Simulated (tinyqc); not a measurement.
# Four-point probe, van der Pauw, Hall and spreading-resistance readings of a semiconductor layer, step by step

A worked calculation. Computed by tinyqc, a small Python program that keeps every step. Command: `OMP_NUM_THREADS=1 python tinyqc.py 3112553 3112554 out.jsonl probe walk`. One thread of a shared host (Intel(R) Xeon(R) Processor @ 2.30GHz), about 0.01 s of CPU time with the checks. Intermediate numbers are printed to about 5 digits and carried at full precision; extremes and crossings named in words are read from the listed rows.

The layer is uniform and ohmic; contacts are points unless a radius is given.

Inputs (values chosen for the exercise, modelled on n-type silicon):
```
quantity,value,unit
carrier density n,3.1e+15,1/cm^3
drift mobility mu,1330,cm^2/(V s)
layer thickness t,130,micrometre
probe spacing s,0.635,mm
current I,4,mA
side ratio a/b of the van der Pauw rectangle,2,-
magnetic field B,0.72,T
Hall factor r_H,1.2,-
wafer diameter over spacing D/s,11,-
```

Backing of the layer: insulating.

Constants: e = 1.602176634e-19 C.

## Resistivity and sheet resistance

rho = 1/(e n mu); R_s = rho/t.

resistivity rho = 1.5138 ohm cm

sheet resistance R_s = 116.45 ohm/square

## Four-point voltage

Collinear probes with equal spacing on a layer with insulating backing: images at depth 2 m t give V = (rho I/(2 pi s)) G, G = 1 + 4 sum_(m>=1) [1/sqrt(1 + (2 m u)^2) - 1/sqrt(4 + (2 m u)^2)], u = t/s; the sum runs to m = 20000, with the tail 3/(32 u^3 M^2) added to the sum for M = 20000. Limits: thick, rho = 2 pi s V/I; thin on an insulator, rho = (pi/ln 2) t V/I.

t/s = 0.20472

G = 6.7715

voltage V = 102.77 mV

rho by the thick formula = 10.251 ohm cm

rho by the thin formula = 1.5138 ohm cm

The thick formula is off by +577.2 % and the thin one by 0.0 %.

## Thickness correction

The last two columns give rho(formula)/rho for rho = 2 pi s V/I and rho = (pi/ln 2) t V/I.

Correction against t/s:
```
t/s,G,thick formula,thin formula
0.1,13.863,13.863,1.0000
0.2,6.931,6.931,1.0000
0.3,4.621,4.621,1.0000
0.5,2.780,2.780,1.0026
0.7,2.017,2.017,1.0187
1.0,1.504,1.504,1.0852
1.5,1.197,1.197,1.2955
2.0,1.094,1.094,1.5781
3.0,1.031,1.031,2.2304
5.0,1.007,1.007,3.6319
```

The thin formula holds to 1 % up to t/s = 0.5 and the thick one holds to 1 % from t/s = 5.

## Finite wafer

For a thin circular wafer probed at its centre, R_s = C V/I with C = pi/(ln 2 + ln[((D/s)^2 + 3)/((D/s)^2 - 3)]).

factor C = 4.2297

error if pi/ln 2 is used = 7.1553 %

## The two van der Pauw resistances

Thin rectangle with point contacts at the corners; for R_B current and voltage contacts lie along the two sides of length a, for R_A along those of length b: exp(-pi R_A/R_s) = (theta_4/theta_3)^4, exp(-pi R_B/R_s) = (theta_2/theta_3)^4 with q = exp(-pi a/b), theta_2 = 2 sum_(m>=0) q^((m + 1/2)^2), theta_3 = 1 + 2 sum_(m>=1) q^(m^2), theta_4 = 1 + 2 sum_(m>=1) (-1)^m q^(m^2).

R_A = 1.1075 ohm

R_B = 130.68 ohm

ratio R_B/R_A = 117.99

## Solving the van der Pauw equation

Solve exp(-pi z R_A) + exp(-pi z R_B) = 1 for z = 1/R_s by seven Newton steps from z = 2 ln 2/(pi (R_A + R_B)); f = R_s 2 ln 2/(pi (R_A + R_B)).

Steps:
```
step,1/z (ohm),left side less 1
0,298.65,2.4135e-01
1,178.63,8.1144e-02
2,134.85,2.2151e-02
3,119.31,3.2977e-03
4,116.54,1.0479e-04
5,116.45,1.1392e-07
6,116.45,0
```

R_s found = 116.45 ohm/square

correction f = 0.38992

Averaging R_A and R_B without f would overstate R_s by 156.5 %.

## Hall reading

V_H = r_H I B/(e n t); apparent density n/r_H; Hall mobility r_H mu; Hall angle tan = r_H mu B (SI).

Hall voltage = 53.525 mV

apparent density = 2.5833e+15 1/cm^3

Hall mobility = 1596 cm^2/(V s)

tangent of the Hall angle = 0.114912

Checks made by the program: thin limit of G, 2 ln 2/u at u = 0.02 (relative difference below 1e-10); R_s recovered (relative difference below 1e-10).
